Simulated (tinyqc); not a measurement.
# Single-junction solar cell, detailed-balance limit: what changes with what

Every photon above the gap Eg makes one pair and none below is absorbed; carriers thermalise at T and move without loss. Jsc = q fs X Phi(Eg, Ts); the dark current is J0 = q ge Phi(Eg, T)/ERE with the Boltzmann factor exp(V/Vt). The efficiency is the electrical power over fs X sigma Ts^4.

Values chosen for this exercise: cell temperature T = 350 K; temperature of the black-body sun Ts = 5760 K; share of the hemisphere filled by the sun fs = 2.16e-5; concentration X = 1; external radiative efficiency ERE = 0.1; number of faces that emit ge = 1; band gap Eg = 1.03 eV.

Constants: q = 1.602176634e-19 C, kB = 1.380649e-23 J/K, h = 6.62607015e-34 J s, c = 299792458 m/s, Vt = kB T/q. Results are converted to the units shown.

Each table varies one quantity; the others keep the values above.

## Effect of the band gap

Photon flux above E from a black body at temperature T into a hemisphere: Phi(E, T) = A sum_k exp(-k E/th)[E^2 th/k + 2 E th^2/k^2 + 2 th^3/k^3], k = 1, 2, ..., with th = kB T/q in eV and A = 2 pi q^3/(h^3 c^2). J(V) = Jsc - J0 (exp(V/Vt) - 1); Voc = Vt ln(1 + Jsc/J0); at maximum power v = Vmp/Vt solves (1 + v) exp(v) = 1 + Jsc/J0. Pin = fs X sigma Ts^4, sigma = 2 pi^5 kB^4/(15 h^3 c^2). FF = Vmp Jmp/(Voc Jsc).

Effect of the band gap:
```
Eg (eV)  Jsc (mA/cm^2)  Voc (V)  Eg/q - Voc (V)      FF  efficiency (%)
0.5              85.57   0.2086          0.2914  0.6180           8.182
0.8              69.70   0.4754          0.3246  0.7731           19.00
1.1              53.76   0.7489          0.3511  0.8357           24.96
1.4              39.73    1.026          0.3744  0.8700           26.30
1.7              28.37    1.304          0.3960  0.8918           24.47
2                19.70    1.583          0.4167  0.9070           20.98
2.3              13.36    1.863          0.4367  0.9182           16.95
2.6              8.885    2.144          0.4563  0.9268           13.09
2.9              5.810    2.424          0.4756  0.9337           9.756
```

What does the comparison show?

As Eg goes from 0.5 to 2.9 eV, Jsc falls from 85.6 to 5.81 mA/cm^2, Voc rises from 0.209 to 2.42 V and the efficiency goes from 8.18 through a maximum of 26.3 (at Eg = 1.4 eV among the rows listed) to 9.76 %. A wider gap raises the voltage and loses photons, hence the maximum.

## Effect of the concentration

Same model as above.

FF = Vmp Jmp/(Voc Jsc).

Effect of the concentration:
```
X     Jsc (mA/cm^2)  Voc (V)  Eg/q - Voc (V)      FF  efficiency (%)
1             57.35   0.6847          0.3453  0.8247           24.02
3             172.1   0.7179          0.3121  0.8306           25.36
10            573.5   0.7542          0.2758  0.8366           26.84
30             1721   0.7873          0.2427  0.8417           28.19
100            5735   0.8236          0.2064  0.8468           29.67
300         1.721e4   0.8568          0.1732  0.8513           31.03
1000        5.735e4   0.8931          0.1369  0.8558           32.51
3000        1.721e5   0.9262          0.1038  0.8597           33.87
```

As X goes from 1 to 3000, Jsc rises from 57.4 to 1.72e5 mA/cm^2, Voc rises from 0.685 to 0.926 V and the efficiency rises from 24.0 to 33.9 %. Voc gains 69.4 mV a decade of concentration (Vt ln 10), while Jsc/Pin stays the same. For X = 300 to 3000 Voc lies within 6 Vt of the gap, where the Boltzmann form of the emission begins to fail. For X = 1000 to 3000 the current passes 20 A/cm^2, where series resistance and heating, left out here, would dominate.

Numbers from tinyqc (`OMP_NUM_THREADS=1 python tinyqc.py 2820123 2820124 out.jsonl`; about 0.01 s on one thread of a shared Intel Xeon 2.30GHz).
